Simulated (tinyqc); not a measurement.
Capacitances against the line height.

Endless row of lines of width wl, height tl and space sl between grounded planes at distance hd; e2 fills the gaps beside the lines, e1 the rest. Laplace's equation is solved on meshes of 3, 6 and 12 steps per unit u and extrapolated (Aitken), which is good to about 0.2 %. C_even (all lines at 1 V) is the capacitance Cg to the planes; C_odd (neighbours in antiphase) = Cg + 4 Cc if only nearest neighbours couple, which defines Cc; total with quiet neighbours Cg + 2 Cc. Plate values 2 eps0 e1 wl/hd and eps0 e2 tl/sl.

Values chosen for this exercise: relative permittivity above and below the lines e1 = 3.9; relative permittivity between the lines e2 = 2.4; line width, in units u wl = 4 u; space between lines sl = 4 u; distance to each plane hd = 6 u.

Constants: eps0 = 8.8541878128e-12 F/m. Results are converted to the units shown.

The same in every row: plate Cg (aF/um) = 46.0.

Capacitances against the line height:

| tl (u) | Cg (aF/um) | Cc (aF/um) | Cg + 2 Cc (aF/um) | C_odd (aF/um) | plate Cc (aF/um) | share of coupling, 2 Cc/(Cg + 2 Cc) (%) |
|---|---|---|---|---|---|---|
| 2 | 84.8 | 25.9 | 136 | 188 | 10.6 | 37.9 |
| 4 | 85.6 | 36.3 | 158 | 231 | 21.3 | 45.9 |
| 6 | 85.8 | 46.9 | 180 | 273 | 31.9 | 52.2 |
| 8 | 85.8 | 57.5 | 201 | 316 | 42.5 | 57.3 |
| 12 | 85.8 | 78.8 | 243 | 401 | 63.8 | 64.7 |
| 16 | 85.8 | 100 | 286 | 486 | 85.0 | 70.0 |

Read the table: what changes, and by how much?

As tl goes from 2 to 16, Cg rises from 84.8 to 85.8 aF/um, Cc rises from 25.9 to 100 aF/um and the share of coupling rises from 37.9 to 70.0 %. Cg is 1.84 times its plate value in the first row and 1.86 times in the last; for Cc the ratios are 2.44 and 1.18. Neighbours in antiphase raise the load by a factor of 1.38 and 1.70 over quiet ones.

Numbers from tinyqc (`OMP_NUM_THREADS=1 python tinyqc.py 2790186 2790187 out.jsonl`; about 0.4 s on one thread of a shared Intel Xeon 2.30GHz).
